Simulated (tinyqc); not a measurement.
Trading HF for NH4F at fixed fluoride: speciation in dilute and buffered hydrofluoric acid, oxide etch rate and bath loading. Computed by tinyqc, a small Python program. Command: `OMP_NUM_THREADS=1 python tinyqc.py 3121180 3121181 out.jsonl hfetch walk`. One thread of a shared host (Intel(R) Xeon(R) Processor @ 2.30GHz), about 0.01 s of CPU time with the checks.

Concentrations stand for activities, NH4+ and Cl- are spectators, and water ionisation is neglected. H, F and HF2 denote the ions H+, F- and HF2-. The base temperature is 298 K.

Inputs (values chosen for the exercise, of the order of those for thermal oxide at room temperature):

| quantity | value | unit |
|---|---|---|
| HF added | 0.54 | mol/L |
| NH4F added | 0 | mol/L |
| K1 = [H][F]/[HF] | 0.00068 | mol/L |
| K2 = [HF2]/([HF][F]) | 3.88 | L/mol |
| K3 = [H2F2]/[HF]^2 | 0 | L/mol |
| rate constant of neutral HF k_a | 11 | nm L/(min mol) |
| rate constant of HF2 k_b | 61 | nm L/(min mol) |

Method:
- Fluoride balance: [HF] + [F] + 2 [HF2] + 2 [H2F2] = HF added + NH4F added. Acid balance: [H] + [HF] + [HF2] + 2 [H2F2] = HF added + HCl added. For a trial [H], [HF] = [H][F]/K1, and the fluoride balance is a quadratic in [F].
- Rate = k_a ([HF] + 2 [H2F2]) + k_b [HF2], an empirical two-term form.
- Total fluoride is held at HF + NH4F added, without HCl; x is the share added as HF.

Against x:

| x | pH | [F] (mol/L) | [HF] (mol/L) | [HF2] (mol/L) | rate (nm/min) |
|---|---|---|---|---|---|
| 0.05 | 4.8968 | 0.49526 | 0.00924 | 0.01775 | 1.1844 |
| 0.15 | 4.2844 | 0.40938 | 0.03127 | 0.04967 | 3.3742 |
| 0.30 | 3.7533 | 0.29219 | 0.07584 | 0.08598 | 6.0792 |
| 0.40 | 3.4558 | 0.22406 | 0.11536 | 0.10029 | 7.3866 |
| 0.50 | 3.1710 | 0.16540 | 0.16405 | 0.10528 | 8.2264 |
| 0.60 | 2.8880 | 0.11671 | 0.22212 | 0.10058 | 8.5790 |
| 0.75 | 2.4447 | 0.06138 | 0.32420 | 0.07721 | 8.2760 |
| 0.90 | 1.9226 | 0.02462 | 0.43271 | 0.04133 | 7.2812 |
| 1.00 | 1.5083 | 0.01071 | 0.48867 | 0.02031 | 6.6143 |

[HF2] is largest at x = 0.5 and the rate at x = 0.6 among these rows; HF2 needs both HF and F. At its best the mixture etches 1.30 times as fast as HF alone.

Extremes, crossings and ranges named in words are read from the listed rows.
